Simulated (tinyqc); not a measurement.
From results back to parameters: one-oscillator model of a band gap. Three cases, with inputs chosen for the exercise.

Problem. A gap follows E(T) = E0 - s1 t1/(exp(t1/T) - 1) with the zero-point term ZP = s1 t1/2, which scales as M^(-1/2). The shift of E0 on going from M to M + dM and the limiting slope at high T are given.

Case 1.

Values chosen (out of a larger set: near those of SiC; not measured data): M = 20.04 u (mean atomic mass); dM = 1.13 u (change of the mean mass (not bounded by the natural isotopes)).

shift of E0 = 4.459154 meV
limiting slope s1 = 0.492 meV/K

Case 2.

Values chosen (out of a larger set: near those of diamond; not measured data): M = 12.01 u (mean atomic mass); dM = 0.78 u (change of the mean mass (not bounded by the natural isotopes)).

shift of E0 = 10.983366 meV
limiting slope s1 = 0.595 meV/K

Case 3.

Values chosen (out of a larger set: near those of InAs; not measured data): M = 94.9 u (mean atomic mass); dM = -1.53 u (change of the mean mass (not bounded by the natural isotopes)).

shift of E0 = -0.179477 meV
limiting slope s1 = 0.265 meV/K

Find: sqrt(M/(M + dM)); ZP; t1.

Solution. The shift is ZP (1 - sqrt(M/(M + dM))); then t1 = 2 ZP/s1.

Case 1.

sqrt(M/(M + dM)) = 0.972945
ZP = 164.82 meV
t1 = 670 K

Case 2.

sqrt(M/(M + dM)) = 0.969028
ZP = 354.62 meV
t1 = 1192 K

Case 3.

sqrt(M/(M + dM)) = 1.008160
ZP = 22.00 meV
t1 = 166 K

Computed by tinyqc, one run a case: `OMP_NUM_THREADS=1 python tinyqc.py N N+1 out.jsonl` with N = 1851226, 1851251, 1851253; one thread of a shared Intel(R) Xeon(R) Processor @ 2.30GHz, about 0.01 s a run at most.
